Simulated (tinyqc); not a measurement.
Bandgap voltage reference from two bipolar transistors: output against temperature.

Two transistors of area 1 and N carry the same current I. Is(T) = Is (T/T0)^eta exp[(Vg0 q/kB)(1/T0 - 1/T)], VBE1 = Vt ln(I/Is(T)) + I rb, VBE2 = Vt ln(I/(N Is(T))) + I rb/N. The amplifier forces I R1(T) = VBE1 - VBE2 + Vos, with R(T) = R (1 + tc (T - T0)) for both resistors, and the output is Vref = VBE1 + I R2(T). Base currents and the Early effect are neglected.

Vt = kB T/q; I = (Vt ln N + Vos)/(R1(T) - rb (1 - 1/N)).

Inputs (values chosen for the exercise); values of the order met in silicon bipolar transistors: reference temperature T0 = 323 K; band-gap voltage extrapolated to 0 K Vg0 = 1.195 V; temperature exponent of the saturation current eta = 3.9; saturation current of the unit transistor at T0 Is = 2.7e-16 A; area ratio of the second transistor N = 10; resistor across which the difference of VBE falls, at T0 R1 = 17 kohm; temperature coefficient of both resistors tc = 1300 ppm/K; offset of the amplifier Vos = 0 mV; series resistance of the unit transistor rb = 12 ohm; output resistor at T0 R2 = 160.5 kohm.

Constants: q = 1.602176634e-19 C, kB = 1.380649e-23 J/K. Results are converted to the units shown.

Output against temperature:

| T (K) | I (uA) | VBE1 (V) | I R2 (V) | Vref (V) | Vref - Vref(T0) (mV) | dVref/dT (uV/K) |
|---|---|---|---|---|---|---|
| 218 | 2.949 | 0.8515 | 0.4087 | 1.260 | 4.483 | 20.41 |
| 233 | 3.082 | 0.8236 | 0.4368 | 1.260 | 4.638 | 0.5343 |
| 253 | 3.251 | 0.7858 | 0.4743 | 1.260 | 4.398 | -24.22 |
| 273 | 3.410 | 0.7476 | 0.5118 | 1.259 | 3.681 | -47.25 |
| 298 | 3.597 | 0.6993 | 0.5586 | 1.258 | 2.161 | -73.95 |
| 323 | 3.772 | 0.6503 | 0.6055 | 1.256 | 0 | -98.66 |
| 348 | 3.936 | 0.6006 | 0.6523 | 1.253 | -2.757 | -121.7 |
| 373 | 4.090 | 0.5505 | 0.6992 | 1.250 | -6.071 | -143.2 |
| 398 | 4.235 | 0.4998 | 0.7460 | 1.246 | -9.907 | -163.4 |
| 423 | 4.372 | 0.4486 | 0.7929 | 1.241 | -14.23 | -182.5 |

Read the table: what changes, and by how much?

VBE1 falls by 1.97 mV/K on average and I R2 rises by 1.87 mV/K. The slope of Vref vanishes at T = 233 K. Between 233 and 398 K Vref spans 14.5 mV, or 70.2 ppm/K by the box method (span over the average over T, over 165 K).

Computed by the program tinyqc: `OMP_NUM_THREADS=1 python tinyqc.py 2062129 2062130 out.jsonl`, one thread of a shared Intel Xeon 2.30GHz, about 0.02 s for the whole run.
